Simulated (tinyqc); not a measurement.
Equilibrium and kinetic segregation of a solute to boundaries and growing surfaces: one step, computed by the program tinyqc.

Problem. Depletion of small grains. With theta the solute fraction on boundary sites and x that in the grains, theta/(1 - theta) = [x/(1 - x)] exp[(Q + z w theta)/(k_B T)]. Finite grains: boundary sites are the fraction f = 3 delta/d, and x0 = (1 - f) x + f theta; solve both equations for theta; share at boundaries = f theta/x0.

Inputs (values chosen for the exercise, modelled on arsenic in polycrystalline silicon):
```
quantity                               value  unit
segregation energy Q                   0.397    eV
interaction z w (positive attracts)     0.11    eV
total solute fraction x0             0.00019     -
temperature T                           1025     K
grain size d                              58    nm
boundary thickness delta                0.43    nm
```

Isotherm: Fowler-Guggenheim.

Constants: k_B = 8.617333262e-05 eV/K.

Give: site fraction f; coverage theta; fraction x left in the grains; share of solute at boundaries; enrichment theta/x.

Solution.

site fraction f = 0.022241

coverage theta = 0.0057322

fraction x left in the grains = 6.3929e-05

share of solute at boundaries = 67.101 %

enrichment theta/x = 89.665
